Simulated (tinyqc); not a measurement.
Kink density above f_c: Frenkel-Kontorova chain: a misfit dislocation (kink) in a monolayer on a periodic substrate. Computed by tinyqc, a small Python program. Command: `OMP_NUM_THREADS=1 python tinyqc.py 3002230 3002231 out.jsonl fkchain walk`. One thread of a shared host (Intel(R) Xeon(R) Processor @ 2.30GHz), about 0.05 s of CPU time with the checks.

E = sum_j [(k/2)(x_(j+1) - x_j - b)^2 + (W/2)(1 - cos(2 pi x_j/a))], x_j = a (j + u_j). A kink takes u from 0 to 1: the chain is stretched by one period and has one atom fewer than wells.

Inputs (values chosen for the exercise, for a model overlayer):
```
quantity              value           unit
spring constant k      3.99  eV/angstrom^2
substrate period a     3.95       angstrom
corrugation W          5.14             eV
misfit f = (b - a)/a    0.3              -
atomic mass M          28.3              u
```

Constants: nu for 1 eV/(angstrom^2 u) = 15.6333042 THz.

Method. l0 = sqrt(k a^2/(2 W)); kink u(j) = (2/pi) arctan exp(pi j/l0); kink energy at f = 0: E0 = (4/pi) W l0; with misfit E0 - k a^2 f; kinks become favourable at f_c = 2/(pi l0), and a coherent chain with free ends loses stability at f_m = 1/l0. Lowest vibration of the flat chain: nu0 = 15.6333042 THz x sqrt(2 pi^2 W/(a^2 M)). Frank and van der Merwe: the modulus q solves f = 2 E(q)/(pi l0 q), and the kinks per atom are pi/(2 l0 q K(q)), with the complete elliptic integrals K and E; strain left = f - density (for f above f_c = 2/(pi l0)).

critical misfit f_c = 0.258698

kink width l0 = 2.46086

Continuum ground state:
```
f             q  kinks per atom  strain left
0.2600  0.99899         0.14225      0.11775
0.2639  0.99526         0.17228      0.09162
0.2716  0.98673         0.20098      0.07062
0.2846  0.97069         0.23162      0.05298
0.3104  0.93627         0.27495      0.03545
0.3622  0.86544         0.34230      0.01990
0.4398  0.76732         0.42932      0.01048
0.5691  0.63534         0.56440      0.00470
```

What does the comparison show, and why?

0.50 % above f_c the density is already 0.55 of f: kinks repel only exponentially, so they flood in, as 1/|ln(f - f_c)|. At 2.2 f_c they take up 99.2 % of the misfit and the layer floats nearly free. Caution: a corrugation above 1 eV is larger than real overlayers usually show; it is chosen to keep the kink narrow. Caution: for l0 below about 3 the kink spans few atoms, and the continuum kink energy is off by about 2 per cent or more.
